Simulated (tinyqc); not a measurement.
Where a fixed hold relaxes most: thermal stress and diffusional relaxation in a metal film: Coble and Nabarro-Herring creep, cooling and holds. Computed by tinyqc, a small Python program. Command: `OMP_NUM_THREADS=1 python tinyqc.py 3027169 3027170 out.jsonl creep walk`. One thread of a shared host (Intel(R) Xeon(R) Processor @ 2.30GHz), about 0.02 s of CPU time with the checks.

A thin film on a rigid substrate is stress-free at T0. Tension is positive and the film creeps linearly: d sigma/dt = -M (mismatch) dT/dt - sigma/tau.

Inputs (values chosen for the exercise, modelled on copper films on silicon):
```
quantity                           value        unit
biaxial modulus M                    178         GPa
expansion mismatch                  14.7      1e-6/K
atomic volume Omega                 11.8  angstrom^3
lattice prefactor D0             1.6e-05       m^2/s
lattice energy E                    2.02          eV
boundary prefactor (delta D_b)0  4.1e-15       m^3/s
boundary energy E_b                 1.12          eV
grain size d                        0.17          um
stress-free temperature T0           300           C
hold temperature T                   130           C
hold time t                         0.43           h
```

Constants: k_B = 1.380649e-23 J/K; k_B = 8.617333262e-05 eV/K.

Method:
- Thermoelastic slope = M x mismatch; sigma_0 = slope x (T0 - T).
- Creep rate per stress: Nabarro-Herring 14 D Omega/(k_B T d^2), Coble (14 pi) delta D_b Omega/(k_B T d^3), with D = D0 exp(-E/(k_B T)), delta D_b = (delta D_b)0 exp(-E_b/(k_B T)); 1/tau = M x (sum of both)/2 (biaxial strain rate is half the uniaxial one).
- Temperatures in kelvin are T(C) + 273.15.
- For each hold temperature: sigma_0 = slope (T0 - T), relaxed stress sigma_0 (1 - exp(-t/tau)), initial rate sigma_0/tau. In confined lines the relaxed part appears as void volume.

thermoelastic slope = 2.6166 MPa/K

Holds:
```
T (C)  sigma_0 (MPa)     tau (h)  relaxed (MPa)  initial rate (MPa/h)
25           719.565  2.5360e+05     1.2201e-03            2.8374e-03
50           654.150  9.4293e+03     2.9830e-02            6.9374e-02
75           588.735  5.6565e+02     4.4738e-01            1.0408e+00
100          523.320  4.9710e+01     4.5073e+00            1.0528e+01
125          457.905  5.9537e+00     3.1906e+01            7.6911e+01
150          392.490  9.1971e-01     1.4658e+02            4.2675e+02
175          327.075  1.7557e-01     2.9883e+02            1.8630e+03
200          261.660  4.0043e-02     2.6165e+02            6.5345e+03
225          196.245  1.0621e-02     1.9625e+02            1.8476e+04
250          130.830  3.2060e-03     1.3083e+02            4.0808e+04
275           65.415  1.0818e-03     6.5415e+01            6.0468e+04
```

What follows from these numbers?

The relaxed stress peaks at 175 C among these rows: colder holds have more stress but slower diffusion, hotter ones faster diffusion but less stress. The initial rate peaks about k_B T^2/E_b = 25 K below T0 when boundaries dominate; its largest row is 275 C. Caution: dislocation glide would cap stresses above the yield stress; capping layers can block the surface and boundary paths, and threshold stresses are ignored.

Extremes, crossings and ranges named in words are read from the listed rows.
